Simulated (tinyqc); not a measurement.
# Metal-interlayer-semiconductor contact, depinning against tunnelling resistance: effects of single changes

Zero bias, n-type semiconductor. Gap states at the semiconductor surface thin out as exp(-be ti), which unpins the barrier; electrons must then cross the interlayer (a rectangular barrier, no voltage drop across it) and the parabolic depleted layer, both by WKB. Energies E are counted from the Fermi level; no image force, parabolic bands.

Values chosen for this exercise; semiconductor values close to those of gallium nitride; interlayer mass of the order of that in silicon dioxide, offset chosen freely:
- T = 300 K (temperature)
- Eg = 3.5 eV (band gap)
- eps_r = 9.42 (relative permittivity)
- chi = 4.11 eV (electron affinity)
- Nc = 2.3e18 cm^-3 (conduction-band density of states at T)
- mt = 0.206 m0 (tunnelling mass in the semiconductor)
- mA = 0.198 m0 (Richardson mass)
- Nd = 7.6e18 cm^-3 (donor density)
- E0 = 2.4 eV (charge-neutrality level above the valence band)
- S0 = 0.58 (pinning factor without interlayer)
- phiM = 4.3 eV (metal work function)
- ti = 0.3 nm (interlayer thickness)
- dE = 3.25 eV (conduction-band offset of the interlayer above the semiconductor)
- mi = 0.43 m0 (tunnelling mass in the interlayer)
- be = 2.3 1/nm (decay constant of gap states through the interlayer)

Constants: q = 1.602176634e-19 C, kB = 1.380649e-23 J/K, eps0 = 8.8541878128e-12 F/m, hbar = 1.054571817e-34 J s, h = 6.62607015e-34 J s, m0 = 9.1093837015e-31 kg, Vt = kB T/q, hbar^2/(2 m0) = 0.0380998212 eV nm^2. Results are converted to the units shown.

Each table varies one quantity; the others keep the values above.

## Contact resistivity against the interlayer thickness

S = 1/(1 + (1/S0 - 1) exp(-be ti)); phiB = S (phiM - chi) + (1 - S)(Eg - E0); xi = Ec - EF deep inside, from Nd = Nc F(-xi/Vt), F(x) = (2/sqrt(pi)) int_0^infinity sqrt(u) du/(1 + exp(u - x)); band bending U = phiB - xi; E00 = (hbar/2) sqrt(Nd/(eps0 eps_r mt m0)) in volts; A = 4 pi q mA m0 kB^2/h^3. With U = phiB - xi: for xi < E < phiB, y = (E - xi)/U and G1 = (U/E00) [sqrt(1 - y) - y ln((1 + sqrt(1 - y))/sqrt(y))], G1 = 0 above phiB; G2 = 2 ti sqrt(mi max(phiB + dE - E, 0)/C), C = hbar^2/(2 m0); f = 1/(1 + exp(E/Vt)); 1/rho_c = (A T^2/Vt^2) times the integral of exp(-G1 - G2) f over E from xi upwards. Shares under 0.001 % are printed as 0; rows without band bending are left out.

The same in every row: E00/Vt = 1.42.

Results:
```
ti (nm),S,phiB (eV),rho_c (ohm cm^2),rho_c with G2 = 0 (ohm cm^2),peak of the integrand (eV),share above phiB (%)
0,0.580,0.572,7.26e-4,7.26e-4,0.0844,0.00147
0.3,0.734,0.432,0.00139,3.06e-5,0.0666,0.0168
0.6,0.846,0.330,0.00603,3.19e-6,0.0541,0.102
0.9,0.916,0.266,0.0608,8.05e-7,0.0465,0.328
1.2,0.956,0.230,1.13,3.76e-7,0.0424,0.662
1.8,0.989,0.200,980,2.05e-7,0.0405,1.30
2.1,0.994,0.195,3.56e4,1.85e-7,0.0410,1.55
2.4,0.997,0.193,1.37e6,1.75e-7,0.0420,1.76
```

Estimate the missing row, ti = 1.5 nm.

Computed row:
```
ti (nm),S,phiB (eV),rho_c (ohm cm^2),rho_c with G2 = 0 (ohm cm^2),peak of the integrand (eV),share above phiB (%)
1.5,0.978,0.210,30.0,2.52e-7,0.0408,1.00
```

With this row back in the table: As ti goes from 0 to 2.4, phiB falls from 0.572 to 0.193 eV and rho_c rises from 7.26e-4 to 1.37e6 ohm cm^2. No thickness listed beats the bare contact: tunnelling through the layer costs more than the change of the barrier gains. The ratio of rho_c to its value with G2 = 0 runs from 1.00 to 7.79e12.

## Contact resistivity against the donor density

Same model as above.

The same in every row: S = 0.734; phiB (eV) = 0.432.

Result of one run:
```
Nd (cm^-3),E00/Vt,rho_c (ohm cm^2),rho_c with G2 = 0 (ohm cm^2),peak of the integrand (eV),share above phiB (%)
3.3e18,0.937,0.0263,6.13e-4,0.192,0.318
```

What becomes of these results when the donor density Nd is changed from 3.3e18 to 5e17 cm^-3, all else the same?

Result of the changed run:
```
Nd (cm^-3),E00/Vt,rho_c (ohm cm^2),rho_c with G2 = 0 (ohm cm^2),peak of the integrand (eV),share above phiB (%)
5e17,0.365,1.00,0.0258,0.386,12.1
```

The whole series:
```
Nd (cm^-3),E00/Vt,rho_c (ohm cm^2),rho_c with G2 = 0 (ohm cm^2),peak of the integrand (eV),share above phiB (%)
7.7e16,0.143,3.37,0.0889,0.426,40.7
2e17,0.231,2.11,0.0551,0.414,25.5
5e17,0.365,1.00,0.0258,0.386,12.1
1.3e18,0.588,0.261,0.00645,0.317,3.15
3.3e18,0.937,0.0263,6.13e-4,0.192,0.318
8.3e18,1.49,9.99e-4,2.19e-5,0.0582,0.0120
2.1e19,2.36,3.73e-5,7.86e-7,0.00763,0
5.4e19,3.79,2.74e-6,5.62e-8,-0.0204,0
1.4e20,6.10,4.25e-7,8.41e-9,-0.0424,0
```

As Nd goes from 7.7e16 to 1.4e20, phiB stays at 0.432 eV and rho_c falls from 3.37 to 4.25e-7 ohm cm^2. rho_c goes as Nd^(-0.49) between the first two rows and Nd^(-1.96) between the last two, while E00/Vt goes from 0.143 to 6.10 and the share above the barrier from 40.7 to 0 %. The ratio of rho_c to its value with G2 = 0 runs from 37.9 to 50.5.

Computed by the program tinyqc: `OMP_NUM_THREADS=1 python tinyqc.py 2270171 2270172 out.jsonl`, one thread of a shared Intel Xeon 2.30GHz, about 0.04 s for the whole run.
